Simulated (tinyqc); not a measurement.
Implant damage, amorphisation by cascade overlap, and solid-phase epitaxial regrowth: one step, computed by the program tinyqc.

Range and width of the damage are inputs. Dynamic annealing enters only through the surviving share f.

Task: Overlap model. Gibbons model: a point turns amorphous after n + 1 hits; with y = A_i Q the amorphous share is 1 - exp(-y) sum_(k=0..n) y^k/k!. Doses are set by y.

Inputs (values chosen for the exercise, modelled on phosphorus ions in germanium): overlaps needed n = 1; area amorphised by one track A_i = 0.4 nm^2.

Give: the table «Amorphous share» with the columns Q (1/cm^2), direct impact (n = 0), given n, for y = 0.1, 0.3, 0.6, 1.0, 2.0, 3.0, 5.0, 8.0.

Result:

Amorphous share:
```
y    Q (1/cm^2)  direct impact (n = 0)  given n
0.1    2.50e+13                 0.0952   0.0047
0.3    7.50e+13                 0.2592   0.0369
0.6    1.50e+14                 0.4512   0.1219
1.0    2.50e+14                 0.6321   0.2642
2.0    5.00e+14                 0.8647   0.5940
3.0    7.50e+14                 0.9502   0.8009
5.0    1.25e+15                 0.9933   0.9596
8.0    2.00e+15                 0.9997   0.9970
```

At small y the share grows as y^2; between the first rows the exponent is 1.88.
